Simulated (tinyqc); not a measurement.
UKS/LDA (VWN5) in the 6-31g basis, for H2-, spin multiplicity 2, step by step. The basis has no diffuse functions, so it cannot describe the extra electron: this is an exercise in the method, not the real anion. Computed by tinyqc, a small Python program that keeps every step (integrals from PySCF). Settings: charge = -1, multiplicity = 2, basis = 6-31g, energy threshold = 1e-08, iteration cap = 51, orthogonalisation = symmetric, start = core, DIIS depth = 4, method = UKS, functional = lda,vwn, grid = [20, 14]. Command: `OMP_NUM_THREADS=1 python tinyqc.py 21132 21133 out.jsonl` (the two numbers bound the seeds that draw the settings). One thread of a shared host (Intel(R) Xeon(R) Processor @ 2.60GHz), about 0.9 s of CPU time with the checks. Later iterations appear only in the table of the cycle.

## One-electron integrals

Geometry (angstrom):
```
atom         x         y         z
H     0.000000  0.000000  0.000000
H     0.000000  0.000000  1.200000
```

Basis 6-31g: exponents (1/bohr^2) and contraction coefficients of normalised primitives:
```
element  l (shell)   exponent  coefficient
H            s (1)  18.731137     0.033495
H            s (1)   2.825394     0.234727
H            s (1)   0.640122     0.813757
H            s (2)   0.161278     1.000000
```

Overlap, kinetic and nuclear-attraction integrals over the contracted functions; the nuclear repulsion is the sum of Za Zb / Rab.

nuclear repulsion = 0.44098101 hartree

overlap S, lower triangle:
```
          1H 1s     1H 2s     2H 1s     2H 2s
1H 1s  1.000000
1H 2s  0.658292  1.000000
2H 1s  0.146068  0.334980  1.000000
2H 2s  0.334980  0.660557  0.658292  1.000000
```

kinetic energy T (hartree), lower triangle:
```
           1H 1s     1H 2s     2H 1s     2H 2s
1H 1s   1.395678
1H 2s   0.259735  0.241917
2H 1s  -0.035605  0.072368  1.395678
2H 2s   0.072368  0.115623  0.259735  0.241917
```

nuclear attraction V (hartree), lower triangle:
```
           1H 1s      1H 2s      2H 1s      2H 2s
1H 1s  -2.094129
1H 2s  -1.031551  -1.051603
2H 1s  -0.252920  -0.534815  -2.094129
2H 2s  -0.534815  -0.742841  -1.031551  -1.051603
```

core Hamiltonian H = T + V (hartree), lower triangle:
```
           1H 1s      1H 2s      2H 1s      2H 2s
1H 1s  -0.698450
1H 2s  -0.771816  -0.809686
2H 1s  -0.288525  -0.462447  -0.698450
2H 2s  -0.462447  -0.627218  -0.771816  -0.809686
```

## Two-electron integrals

Functions are numbered as in S; the eight-fold symmetry (ij|kl) = (ji|kl) = (kl|ij) leaves the list below.

Two-electron integrals (ij|kl) in chemists' order, unique and non-zero (hartree):
```
(11|11) 1.076566   (21|11) 0.578470   (21|21) 0.329423   (22|11) 0.587396
(22|21) 0.361304   (22|22) 0.453150   (31|11) 0.108955   (31|21) 0.064736
(31|22) 0.075536   (31|31) 0.019490   (32|11) 0.171967   (32|21) 0.108975
(32|22) 0.143964   (32|31) 0.036724   (32|32) 0.084278   (33|11) 0.438656
(33|21) 0.285307   (33|22) 0.398823   (33|31) 0.108955   (33|32) 0.283186
(33|33) 1.076566   (41|11) 0.283186   (41|21) 0.162706   (41|22) 0.180988
(41|31) 0.036724   (41|32) 0.063788   (41|33) 0.171967   (41|41) 0.084278
(42|11) 0.347174   (42|21) 0.216437   (42|22) 0.279870   (42|31) 0.055389
(42|32) 0.116346   (42|33) 0.347174   (42|41) 0.116346   (42|42) 0.197726
(43|11) 0.285307   (43|21) 0.184318   (43|22) 0.255617   (43|31) 0.064736
(43|32) 0.162706   (43|33) 0.578470   (43|41) 0.108975   (43|42) 0.216437
(43|43) 0.329423   (44|11) 0.398823   (44|21) 0.255617   (44|22) 0.353764
(44|31) 0.075536   (44|32) 0.180988   (44|33) 0.587396   (44|41) 0.143964
(44|42) 0.279870   (44|43) 0.361304   (44|44) 0.453150
```

## Orthogonalisation

S = U s U^T; symmetric (Loewdin) form X = U s^(-1/2) U^T, so that X^T S X = 1.

eigenvalues of S: 0.183522  0.377270  1.009853  2.429355

X, lower triangle:
```
           1H 1s      1H 2s      2H 1s     2H 2s
1H 1s   1.253147
1H 2s  -0.500732   1.546384
2H 1s   0.005346   0.023242   1.253147
2H 2s   0.023242  -0.535219  -0.500732  1.546384
```

## Starting guess

The start is the orbitals of the core Hamiltonian; D(s) = C_occ C_occ^T for each spin.

D(alpha) at the start, lower triangle:
```
           1H 1s      1H 2s     2H 1s     2H 2s
1H 1s   0.277924
1H 2s   0.392843   0.629762
2H 1s  -0.027566  -0.182132  0.277924
2H 2s  -0.182132  -0.452420  0.392843  0.629762
```

D(beta) at the start, lower triangle:
```
          1H 1s     1H 2s     2H 1s     2H 2s
1H 1s  0.125179
1H 2s  0.105355  0.088671
2H 1s  0.125179  0.105355  0.125179
2H 2s  0.105355  0.088671  0.105355  0.088671
```

## Iteration 1: exchange-correlation on the grid

Becke grid with 20 radial and 14 angular points per atom, points of zero weight dropped. rho = sum D_ij phi_i phi_j; V_xc,ij = sum w v_xc phi_i phi_j; v_xc is d(rho eps)/d rho(s) for spin s.

The 16 grid points with the largest w rho, of 560 (bohr, atomic units):
```
x                  y          z         w  rho(alpha)  rho(beta)     eps_xc  v_xc(alpha)
-0.710262  -0.710262  -0.710262  0.473991    0.032124   0.012340  -0.317695    -0.436909
0.710262    0.710262  -0.710262  0.473991    0.032124   0.012340  -0.317695    -0.436909
-0.710262   0.710262  -0.710262  0.473991    0.032124   0.012340  -0.317695    -0.436909
0.710262   -0.710262  -0.710262  0.473991    0.032124   0.012340  -0.317695    -0.436909
-0.710262  -0.710262   2.977933  0.473991    0.032124   0.012340  -0.317695    -0.436909
-0.710262   0.710262   2.977933  0.473991    0.032124   0.012340  -0.317695    -0.436909
0.710262   -0.710262   2.977933  0.473991    0.032124   0.012340  -0.317695    -0.436909
0.710262    0.710262   2.977933  0.473991    0.032124   0.012340  -0.317695    -0.436909
-0.710262   0.710262   0.710262  0.417729    0.027049   0.021664  -0.318456    -0.424291
0.710262   -0.710262   0.710262  0.417729    0.027049   0.021664  -0.318456    -0.424291
0.710262    0.710262   0.710262  0.417729    0.027049   0.021664  -0.318456    -0.424291
-0.710262  -0.710262   0.710262  0.417729    0.027049   0.021664  -0.318456    -0.424291
0.710262   -0.710262   1.557409  0.417729    0.027049   0.021664  -0.318456    -0.424291
0.710262    0.710262   1.557409  0.417729    0.027049   0.021664  -0.318456    -0.424291
-0.710262  -0.710262   1.557409  0.417729    0.027049   0.021664  -0.318456    -0.424291
-0.710262   0.710262   1.557409  0.417729    0.027049   0.021664  -0.318456    -0.424291
```

electrons on the grid, sum of w rho = 3.005128

E_xc = sum of w rho eps_xc = -1.00764248 hartree

V_xc(alpha) (hartree), lower triangle:
```
           1H 1s      1H 2s      2H 1s      2H 2s
1H 1s  -0.583681
1H 2s  -0.317100  -0.330687
2H 1s  -0.073096  -0.161111  -0.583681
2H 2s  -0.161111  -0.229349  -0.317100  -0.330687
```

V_xc(beta) (hartree), lower triangle:
```
           1H 1s      1H 2s      2H 1s      2H 2s
1H 1s  -0.500815
1H 2s  -0.275811  -0.292283
2H 1s  -0.067389  -0.144031  -0.500815
2H 2s  -0.144031  -0.207143  -0.275811  -0.292283
```

## Iteration 1: building the Kohn-Sham matrix

J_ij = sum D_kl (ij|kl) with D = D(alpha) + D(beta); F = H + J + V_xc; E = tr D H + tr D J / 2 + E_xc + E_nn.

Coulomb J (hartree), lower triangle:
```
          1H 1s     1H 2s     2H 1s     2H 2s
1H 1s  1.878800
1H 2s  1.116761  1.353203
2H 1s  0.277613  0.587424  1.878800
2H 2s  0.587424  0.944580  1.116761  1.353203
```

F(alpha) (hartree), lower triangle:
```
           1H 1s      1H 2s     2H 1s     2H 2s
1H 1s   0.596669
1H 2s   0.027845   0.212831
2H 1s  -0.084009  -0.036134  0.596669
2H 2s  -0.036134   0.088014  0.027845  0.212831
```

F(beta) (hartree), lower triangle:
```
           1H 1s      1H 2s     2H 1s     2H 2s
1H 1s   0.679535
1H 2s   0.069133   0.251235
2H 1s  -0.078302  -0.019054  0.679535
2H 2s  -0.019054   0.110220  0.069133  0.251235
```

total energy of this density = -0.85366353 hartree

## Iteration 1: diagonalisation and new density

Diagonalise F' = X^T F X, C = X C', fill 2 alpha and 1 beta electrons from the bottom; D(s) = C_occ C_occ^T. Each column has its largest component positive (the first on a tie).

F' = X^T F X (alpha) (hartree), lower triangle:
```
           1          2          3         4
1   0.950468
2  -0.431594   0.510321
3  -0.059961  -0.034165   0.950468
4  -0.034165  -0.077832  -0.431594  0.510321
```

orbital energies (alpha) (hartree): MO1 0.142483, MO2 0.349259, MO3 1.180514, MO4 1.249323

coefficients C (alpha):
```
            MO1        MO2        MO3        MO4
1H 1s  0.183747   0.137014   0.933883  -0.947104
1H 2s  0.428497   1.070665  -0.664542   1.075865
2H 1s  0.183747  -0.137014   0.933883   0.947104
2H 2s  0.428497  -1.070665  -0.664542  -1.075865
```

F' = X^T F X (beta) (hartree), lower triangle:
```
           1          2          3         4
1   1.038908
2  -0.428341   0.542504
3  -0.064449  -0.032323   1.038908
4  -0.032323  -0.084212  -0.428341  0.542504
```

orbital energies (beta) (hartree): MO1 0.188343, MO2 0.402839, MO3 1.244408, MO4 1.327233

coefficients C (beta):
```
            MO1        MO2        MO3        MO4
1H 1s  0.158611   0.111683   0.938479  -0.950424
1H 2s  0.446182   1.099004  -0.652800   1.046901
2H 1s  0.158611  -0.111683   0.938479   0.950424
2H 2s  0.446182  -1.099004  -0.652800  -1.046901
```

D(alpha) after iteration 1, lower triangle:
```
           1H 1s      1H 2s     2H 1s     2H 2s
1H 1s   0.052536
1H 2s   0.225431   1.329934
2H 1s   0.014990  -0.067961  0.052536
2H 2s  -0.067961  -0.962714  0.225431  1.329934
```

D(beta) after iteration 1, lower triangle:
```
          1H 1s     1H 2s     2H 1s     2H 2s
1H 1s  0.025158
1H 2s  0.070770  0.199078
2H 1s  0.025158  0.070770  0.025158
2H 2s  0.070770  0.199078  0.070770  0.199078
```

## Iteration 2: exchange-correlation on the grid

As before.

The 16 grid points with the largest w rho, of 560 (bohr, atomic units):
```
x                  y          z         w  rho(alpha)  rho(beta)     eps_xc  v_xc(alpha)
1.178187   -1.178187   3.445858  1.912050    0.009943   0.002868  -0.219878    -0.300161
1.178187    1.178187   3.445858  1.912050    0.009943   0.002868  -0.219878    -0.300161
-1.178187  -1.178187   3.445858  1.912050    0.009943   0.002868  -0.219878    -0.300161
-1.178187   1.178187   3.445858  1.912050    0.009943   0.002868  -0.219878    -0.300161
1.178187    1.178187  -1.178187  1.912050    0.009943   0.002868  -0.219878    -0.300161
-1.178187   1.178187  -1.178187  1.912050    0.009943   0.002868  -0.219878    -0.300161
1.178187   -1.178187  -1.178187  1.912050    0.009943   0.002868  -0.219878    -0.300161
-1.178187  -1.178187  -1.178187  1.912050    0.009943   0.002868  -0.219878    -0.300161
-0.921978   0.921978   3.189649  0.968579    0.018449   0.006163  -0.266734    -0.365743
0.921978   -0.921978   3.189649  0.968579    0.018449   0.006163  -0.266734    -0.365743
0.921978    0.921978   3.189649  0.968579    0.018449   0.006163  -0.266734    -0.365743
-0.921978  -0.921978   3.189649  0.968579    0.018449   0.006163  -0.266734    -0.365743
0.921978    0.921978  -0.921978  0.968579    0.018449   0.006163  -0.266734    -0.365743
-0.921978  -0.921978  -0.921978  0.968579    0.018449   0.006163  -0.266734    -0.365743
-0.921978   0.921978  -0.921978  0.968579    0.018449   0.006163  -0.266734    -0.365743
0.921978   -0.921978  -0.921978  0.968579    0.018449   0.006163  -0.266734    -0.365743
```

electrons on the grid, sum of w rho = 3.020678

E_xc = sum of w rho eps_xc = -0.81527471 hartree

V_xc(alpha) (hartree), lower triangle:
```
           1H 1s      1H 2s      2H 1s      2H 2s
1H 1s  -0.501211
1H 2s  -0.290226  -0.335530
2H 1s  -0.065943  -0.147673  -0.501211
2H 2s  -0.147673  -0.229692  -0.290226  -0.335530
```

V_xc(beta) (hartree), lower triangle:
```
           1H 1s      1H 2s      2H 1s      2H 2s
1H 1s  -0.439155
1H 2s  -0.256385  -0.298730
2H 1s  -0.061999  -0.134541  -0.439155
2H 2s  -0.134541  -0.209972  -0.256385  -0.298730
```

## Iteration 2: building the Kohn-Sham matrix

As before.

Coulomb J (hartree), lower triangle:
```
          1H 1s     1H 2s     2H 1s     2H 2s
1H 1s  1.618444
1H 2s  0.990897  1.256322
2H 1s  0.242005  0.519251  1.618444
2H 2s  0.519251  0.870004  0.990897  1.256322
```

F(alpha) (hartree), lower triangle:
```
           1H 1s      1H 2s      2H 1s     2H 2s
1H 1s   0.418783
1H 2s  -0.071145   0.111106
2H 1s  -0.112463  -0.090869   0.418783
2H 2s  -0.090869   0.013095  -0.071145  0.111106
```

F(beta) (hartree), lower triangle:
```
           1H 1s      1H 2s      2H 1s     2H 2s
1H 1s   0.480839
1H 2s  -0.037304   0.147906
2H 1s  -0.108519  -0.077737   0.480839
2H 2s  -0.077737   0.032814  -0.037304  0.147906
```

total energy of this density = -0.96179437 hartree

## Iteration 2: DIIS over 2 matrices

error matrix X^T (FDS - SDF) X (alpha):
```
          1          2         3          4
1  0.000000  -0.054719  0.000000  -0.000985
2  0.054719   0.000000  0.000985   0.000000
3  0.000000  -0.000985  0.000000  -0.054719
4  0.000985   0.000000  0.054719   0.000000
```

B (overlaps of the stored error matrices):
```
                1               2
1   2.7934102e-01  -7.5803616e-02
2  -7.5803616e-02   2.0946172e-02
```

Minimise |sum c_i e_i|^2 with sum c_i = 1: solve [B -1; -1 0][c; lambda] = [0; -1] with B_ij = tr e_i^T e_j summed over both spins, and take F = sum c_i F_i.

DIIS coefficients: 0.214098  0.785902

extrapolated F(alpha) (hartree), lower triangle:
```
           1H 1s      1H 2s      2H 1s     2H 2s
1H 1s   0.456868
1H 2s  -0.049951   0.132885
2H 1s  -0.106371  -0.079151   0.456868
2H 2s  -0.079151   0.029135  -0.049951  0.132885
```

extrapolated F(beta) (hartree), lower triangle:
```
           1H 1s      1H 2s      2H 1s     2H 2s
1H 1s   0.523379
1H 2s  -0.014516   0.170029
2H 1s  -0.102050  -0.065173   0.523379
2H 2s  -0.065173   0.049387  -0.014516  0.170029
```

## Iteration 2: diagonalisation and new density

As before.

F' = X^T F X (alpha) (hartree), lower triangle:
```
           1          2          3         4
1   0.807244
2  -0.440062   0.455367
3  -0.060026  -0.042507   0.807244
4  -0.042507  -0.085131  -0.440062  0.455367
```

orbital energies (alpha) (hartree): MO1 0.040652, MO2 0.274064, MO3 1.076802, MO4 1.133705

coefficients C (alpha):
```
            MO1        MO2        MO3        MO4
1H 1s  0.223075   0.183431   0.925277  -0.939219
1H 2s  0.400011   1.016454  -0.682068   1.127223
2H 1s  0.223075  -0.183431   0.925277   0.939219
2H 2s  0.400011  -1.016454  -0.682068  -1.127223
```

F' = X^T F X (beta) (hartree), lower triangle:
```
           1          2          3         4
1   0.876892
2  -0.436857   0.490657
3  -0.063789  -0.041843   0.876892
4  -0.041843  -0.093301  -0.436857  0.490657
```

orbital energies (beta) (hartree): MO1 0.083343, MO2 0.328903, MO3 1.127116, MO4 1.195735

coefficients C (beta):
```
            MO1        MO2        MO3        MO4
1H 1s  0.205781   0.167348   0.929276  -0.942217
1H 2s  0.412662   1.035576  -0.674490   1.109682
2H 1s  0.205781  -0.167348   0.929276   0.942217
2H 2s  0.412662  -1.035576  -0.674490  -1.109682
```

D(alpha) after iteration 2, lower triangle:
```
           1H 1s      1H 2s     2H 1s     2H 2s
1H 1s   0.083409
1H 2s   0.275681   1.193188
2H 1s   0.016116  -0.097216  0.083409
2H 2s  -0.097216  -0.873170  0.275681  1.193188
```

D(beta) after iteration 2, lower triangle:
```
          1H 1s     1H 2s     2H 1s     2H 2s
1H 1s  0.042346
1H 2s  0.084918  0.170290
2H 1s  0.042346  0.084918  0.042346
2H 2s  0.084918  0.170290  0.084918  0.170290
```

## Iteration 6 (converged): orbitals

converged F(alpha) (hartree), lower triangle:
```
           1H 1s      1H 2s      2H 1s     2H 2s
1H 1s   0.454481
1H 2s  -0.050936   0.131868
2H 1s  -0.106587  -0.079629   0.454481
2H 2s  -0.079629   0.028484  -0.050936  0.131868
```

converged F(beta) (hartree), lower triangle:
```
           1H 1s      1H 2s      2H 1s     2H 2s
1H 1s   0.518983
1H 2s  -0.016140   0.169097
2H 1s  -0.102458  -0.066003   0.518983
2H 2s  -0.066003   0.048675  -0.016140  0.169097
```

As before.

F' = X^T F X (alpha) (hartree), lower triangle:
```
           1          2          3         4
1   0.804462
2  -0.439792   0.454383
3  -0.059989  -0.042603   0.804462
4  -0.042603  -0.085033  -0.439792  0.454383
```

orbital energies (alpha) (hartree): MO1 0.039337, MO2 0.272782, MO3 1.074487, MO4 1.131085

coefficients C (alpha):
```
            MO1        MO2        MO3        MO4
1H 1s  0.223792   0.184158   0.925104  -0.939076
1H 2s  0.399483   1.015581  -0.682378   1.128010
2H 1s  0.223792  -0.184158   0.925104   0.939076
2H 2s  0.399483  -1.015581  -0.682378  -1.128010
```

F' = X^T F X (beta) (hartree), lower triangle:
```
           1          2          3         4
1   0.871758
2  -0.436575   0.490297
3  -0.063691  -0.042126   0.871758
4  -0.042126  -0.093347  -0.436575  0.490297
```

orbital energies (beta) (hartree): MO1 0.081539, MO2 0.327653, MO3 1.123478, MO4 1.191439

coefficients C (beta):
```
            MO1        MO2        MO3        MO4
1H 1s  0.207675   0.169537   0.928855  -0.941826
1H 2s  0.411286   1.032993  -0.675330   1.112086
2H 1s  0.207675  -0.169537   0.928855   0.941826
2H 2s  0.411286  -1.032993  -0.675330  -1.112086
```

D(alpha) after iteration 6, lower triangle:
```
           1H 1s      1H 2s     2H 1s     2H 2s
1H 1s   0.083997
1H 2s   0.276428   1.190991
2H 1s   0.016169  -0.097626  0.083997
2H 2s  -0.097626  -0.871818  0.276428  1.190991
```

D(beta) after iteration 6, lower triangle:
```
          1H 1s     1H 2s     2H 1s     2H 2s
1H 1s  0.043129
1H 2s  0.085414  0.169156
2H 1s  0.043129  0.085414  0.043129
2H 2s  0.085414  0.169156  0.085414  0.169156
```

## Convergence

Stop when the energy changes by less than 1e-08 hartree and every element of the error matrix X^T (F D S - S D F) X (for each spin) is below 3e-05.

Course of the cycle:
```
iteration  E (hartree)     change  largest element of the error matrix
1          -0.85366353          -                             2.13e-01
2          -0.96179437  -1.08e-01                             5.47e-02
3          -0.97043022  -8.64e-03                             1.17e-03
4          -0.97043665  -6.43e-06                             1.18e-04
5          -0.97043668  -2.67e-08                             5.80e-06
6          -0.97043668  -8.04e-11                             2.43e-08
```

PySCF UKS in the same basis, fine grid, after a stability check = -0.96799368 hartree

Converged in 6 iterations. The coarse grid moves the energy by -2.44e-03 hartree.

## Populations, bond orders and dipole

Mulliken: Z minus the diagonal of D S on the atom; Loewdin: the same with S^(1/2) D S^(1/2); Mayer order: 2 sum_s sum (D(s) S)_ij (D(s) S)_ji over the two atoms.

Charges (e):
```
atom   Mulliken    Loewdin  Mulliken spin
1H    -0.500000  -0.500000       0.500000
2H    -0.500000  -0.500000       0.500000
```

Mayer bond orders:
```
pair     order
2-1   0.397950
```

dipole moment about the origin, x y z (debye): 0.000000  0.000000  -2.881923

<S^2> of the determinant (pure state: 0.75) = 0.750302
